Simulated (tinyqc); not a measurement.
# X-ray photoelectron analysis of a thin oxide on a semiconductor: attenuation lengths, thickness, angle series and band offsets, step by step

A worked calculation. Computed by tinyqc, a small Python program that keeps every step. Command: `OMP_NUM_THREADS=1 python tinyqc.py 3110930 3110931 out.jsonl xps walk`. One thread of a shared host (Intel(R) Xeon(R) Processor @ 2.30GHz), about 0.01 s of CPU time with the checks. Intermediate numbers are printed to about 6 digits and carried at full precision; extremes and crossings named in words are read from the listed rows.

The same element is seen in the oxide and in the substrate, at nearly the same kinetic energy; films are flat and uniform, and the work function is ignored.

Inputs (values chosen for the exercise, modelled on SiO2 on silicon):
```
quantity                                           value     unit
photon energy                                     1486.6       eV
binding energy of the core level                    99.4       eV
oxide density                                       2.19   g/cm^3
oxide formula mass                                 60.08    g/mol
valence electrons per oxide formula                   16        -
oxide gap                                           8.83       eV
substrate density                                   2.33   g/cm^3
substrate formula mass                             28.09    g/mol
valence electrons per substrate formula                4        -
substrate gap                                       1.12       eV
oxide thickness d                                    2.8       nm
emission angle from the normal                        45  degrees
attenuation length over inelastic mean free path    0.95        -
carbon overlayer                                     0.6       nm
counts in the two peaks together                  400000        -
valence band offset used to make the data           4.61       eV
core level less valence band top, substrate        98.99       eV
core level less valence band top, thick oxide      98.59       eV
field in the oxide                                   1.3    MV/cm
```

## Inelastic mean free paths

TPP-2M: lambda = E/(E_p^2 [b ln(c E) - C/E + D/E^2]) in angstrom, E_p = 28.8 sqrt(N_v rho/M), b = -0.10 + 0.944/sqrt(E_p^2 + E_g^2) + 0.069 rho^0.1, c = 0.191/sqrt(rho), U = N_v rho/M, C = 1.97 - 0.91 U, D = 53.4 - 20.8 U, with E = photon energy less binding energy in eV. Attenuation length L = factor x lambda.

kinetic energy E = 1387.2 eV

Terms:
```
layer      E_p (eV)          b         c  lambda (nm)
oxide       21.9943  0.0144568  0.129066      3.87617
substrate   16.5892  0.0318658  0.125128      3.08976
```

L in the oxide = 3.68237 nm

L in the substrate = 2.93527 nm

## Peak ratio

R_0 = (rho_o/M_o) L_o/((rho_s/M_s) L_s); peak ratio R = I_ox/I_sub = R_0 [exp(d/(L_o cos theta)) - 1]; hence d = L_o cos theta ln(1 + R/R_0). A carbon layer weakens both peaks alike, by exp(-d_C/(L_o cos theta)) if its L is taken equal to L_o. This R_0 leaves out intrinsic losses from the substrate peak, so calibrated values can be larger.

R_0 = 0.551301

d/(L_o cos theta) = 1.07534

ratio R = 1.06456

oxide share of the counts = 0.515635

attenuation by carbon = 0.794192

depth 3 L_o cos theta = 7.81148 nm

## Error budget of the thickness

With x = d/(L_o cos theta): d ln d/d ln R = (1 - exp(-x))/x = -d ln d/d ln R_0; counting error of R = 1/sqrt(N f (1 - f)), f the oxide share, which times the sensitivity gives that of d; an angle error adds tan(theta) d theta; d is proportional to L_o at fixed R_0. Assumed errors: 5 % in R_0, 1 degree, 5 % in L_o.

sensitivity to R = 0.612660

counting error of d = 0.193835 %

R_0 = 3.06330 %

angle = 1.74533 %

L_o = 5 %

The attenuation length is the largest of these terms.

## Angle series: uniform film or islands?

Islands: half of the surface carries 2 d and half none, R = R_0 (1/2)(1 - t)/(1/2 + t/2) with t = exp(-2 d/(L_o cos theta)); the apparent thickness is read with the uniform formula.

Against the angle:
```
theta (degrees)  R, uniform  R, islands  apparent d, islands (nm)
0                   0.62798    0.353550                   1.82457
20                  0.68696    0.368896                   1.77273
35                  0.84354    0.402327                   1.65298
45                  1.06456    0.436335                   1.51812
55                  1.52421    0.478634                   1.32001
65                  2.78125    0.521930                   1.03668
75                  9.85499    0.548215                   0.65794
```

A uniform film gives d = 2.8 nm at every angle. The island film of the same volume reads 1.82 nm at normal emission and 0.658 nm at 75 degrees; its ratio cannot pass R_0, since the bare half always shows the substrate.

## Band offsets by core levels

Valence band offset = (E_core - E_v)(substrate) - (E_core - E_v)(oxide) + (core level separation at the interface, oxide less substrate). The separation is made here from the given offset; a uniform field F that raises the binding energy towards the surface shifts the oxide peak by e F <z>, <z> = d/(1 - exp(-x)) - d/x, x = d/(L_o cos theta), being the mean distance from the interface. Conduction band offset = oxide gap - substrate gap - valence band offset.

separation without field = 4.21 eV

<z> = 1.64621 nm

separation with field = 4.42401 eV

apparent valence band offset = 4.82401 eV

true conduction band offset = 3.1 eV

apparent conduction band offset = 2.88599 eV

The field biases both offsets by 0.21 eV, in opposite directions.

Checks made by the program: thickness recovered (relative difference below 1e-10).
